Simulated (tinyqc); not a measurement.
Inside a calculation. Model: free and trapped electrons in a MOS channel with a dense trap tail.

Program tinyqc, `OMP_NUM_THREADS=1 python tinyqc.py 2222173 2222174 out.jsonl`; Intel Xeon 2.30GHz, shared host, one thread, about 0.02 s. Printed values are rounded.

p-type body, charge-sheet picture, full ionisation (an idealisation for deep acceptors), Boltzmann statistics for free electrons. e = Ec - EF at the surface. Acceptor-like traps of density D(E) = D0 + De exp(-E/Ew) at depth E below Ec, from 0 to Eu, hold n_t = integral of D(E)/(1 + exp((e - E)/Vt)). psi = Eg - Vt ln(Nv/Na) - e; N_dep = sqrt(2 eps0 eps_r Na (psi - Vt)/q); n_f = sqrt(N_dep^2 + 2 eps0 eps_r Vt Nc exp(-e/Vt)/q) - N_dep; Vg = Vfb + psi + q (N_dep + n_t + n_f)/Cox, Cox = eps0 eox/tox.

Inputs (values chosen for the exercise); band and dielectric values close to those of 4H silicon carbide:
- T = 400 K (temperature)
- Eg = 3.22 eV (band gap)
- eps_r = 9.83 (relative permittivity)
- Nc = 2.62e19 cm^-3 (conduction-band density of states at T)
- Nv = 3.91e19 cm^-3 (valence-band density of states at T)
- eox = 3.9 (relative permittivity of the insulator)
- tox = 55 nm (insulator thickness)
- Na = 7.6e16 cm^-3 (acceptor density)
- Vfb = -2.48 V (flat-band voltage without trapped charge)
- D0 = 3e11 cm^-2 eV^-1 (constant background density of acceptor-like traps)
- De = 3.9e12 cm^-2 eV^-1 (density of the tail at the conduction edge)
- Ew = 0.13 eV (decay energy of the tail)
- Eu = 0.63 eV (depth below Ec down to which the traps reach)
- mf = 130 cm^2/(V s) (mobility of free electrons)
- e = 0.131 eV (Ec - EF at the surface)

Constants: q = 1.602176634e-19 C, kB = 1.380649e-23 J/K, Vt = kB T/q, eps0 = 8.8541878128e-14 F/cm where lengths are in cm. Results are converted to the units shown.

## Trapped charge

Trapezoid rule on 14 equal steps from 0 to Eu, f = 1/(1 + exp((e - E)/Vt)).

| point | E (eV) | D(E) f (cm^-2 eV^-1) |
|---|---|---|
| 0 | 0 | 9.18582e10 |
| 1 | 0.045 | 2.33121e11 |
| 2 | 0.09 | 5.25431e11 |
| 3 | 0.135 | 8.88999e11 |
| 4 | 0.18 | 1.02844e12 |
| 5 | 0.225 | 9.30042e11 |
| 6 | 0.27 | 7.74990e11 |
| 7 | 0.315 | 6.42641e11 |
| 8 | 0.36 | 5.43862e11 |
| 9 | 0.405 | 4.72843e11 |
| 10 | 0.45 | 4.22347e11 |
| 11 | 0.495 | 3.86567e11 |
| 12 | 0.54 | 3.61243e11 |
| 13 | 0.585 | 3.43324e11 |
| 14 | 0.63 | 3.30648e11 |

n_t = 3.49430e11 cm^-2

With 1600 steps n_t = 3.498e11 cm^-2; the coarse value is 0.10 % below it.

## Charges and gate voltage

psi, N_dep, n_f and Vg as defined, with the n_t given; free share n_f/(n_f + n_t); apparent mobility mf n_f/(n_f + n_t); gate voltage spent on traps q n_t/Cox.

psi = 2.87380 V
N_dep = 1.53118e12 cm^-2
n_f = 7.00409e10 cm^-2
Vg = 5.37162 V
free share = 16.6975 %
apparent mobility = 21.7067 cm^2/(V s)
gate voltage spent on traps = 0.891701 V
